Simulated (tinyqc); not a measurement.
# Thermionic-field emission through a Schottky barrier, WKB: contact resistivity against barrier height

Metal on an n-type semiconductor with one parabolic valley; V > 0 is forward bias (metal positive). Energies E are counted from the conduction edge of the neutral semiconductor, whose Fermi level lies at -xi; that of the metal lies at -xi - V. The barrier is a parabola of height Vd = phi - xi - V (depletion approximation, no image force).

Nc = 2 (2 pi me m0 kB T/h^2)^1.5 (times 1e-6 for cm^-3); Nd = Nc F12(-xi/Vt), F12(x) = (2/sqrt(pi)) int_0^infinity sqrt(u)/(1 + exp(u - x)) du; E00 = (hbar/2) sqrt(Nd/(me m0 eps0 eps_r)) in SI units (volts). For E < Vd, ln T(E) = -(Vd/E00) [sqrt(1 - y) - y ln((1 + sqrt(1 - y))/sqrt(y))], y = E/Vd; T(E) = 1 above. J = A* T (q/kB) int_0^infinity T(E) N(E) dE, N = ln[(1 + exp((-xi - E)/Vt))/(1 + exp((-xi - V - E)/Vt))], A* = 4 pi q me m0 kB^2/h^3 (times 1e-4 for A/(cm^2 K^2)). The integral is converged to the digits shown; the share over the barrier is that of E > Vd, and 0 means below 1e-6 %. The contact resistivity is rho_c = 1/(dJ/dV) at V = 0, where N becomes V f/Vt with f = 1/(1 + exp((E + xi)/Vt)).

Values chosen for this exercise; band and dielectric values close to those of silicon:
- T = 400 K (temperature)
- me = 0.261 m0 (electron mass)
- eps_r = 11.7 (relative permittivity)
- Nd = 9.8e17 cm^-3 (donor density)

Constants: q = 1.602176634e-19 C, kB = 1.380649e-23 J/K, eps0 = 8.8541878128e-12 F/m, hbar = 1.054571817e-34 J s, h = 6.62607015e-34 J s, m0 = 9.1093837015e-31 kg, Vt = kB T/q. Results are converted to the units shown.

Results:
```
phi (eV)  rho_c (ohm cm^2)  thermionic Vt exp(phi/Vt)/(A* T^2) (ohm cm^2)
0.29              8.876e-6                                       3.095e-5
0.42              2.894e-4                                       0.001345
0.56               0.01295                                        0.07808
0.83                 21.22                                          197.0
0.96                 764.6                                           8557
1.1                3.665e4                                        4.969e5
```

Estimate the missing row, phi = 0.69 eV.

Computed row:
```
phi (eV)  rho_c (ohm cm^2)  thermionic Vt exp(phi/Vt)/(A* T^2) (ohm cm^2)
0.69                0.4531                                          3.392
```

With this row back in the table: rho_c rises from 8.88e-6 to 36700 ohm cm^2; between the last two rows it grows by a factor e every 36.2 meV, against E00 coth(E00/Vt) = 35.5 meV and Vt = 34.5 meV for pure emission.

Range of the model: One isotropic valley is assumed; bands with several valleys have a larger Richardson constant and Nc. The depletion approximation, a parabolic band and the neglect of image-force lowering make these currents estimates at high doping.

Numbers from tinyqc (`OMP_NUM_THREADS=1 python tinyqc.py 2640118 2640119 out.jsonl`; about 0.05 s on one thread of a shared Intel Xeon 2.30GHz).
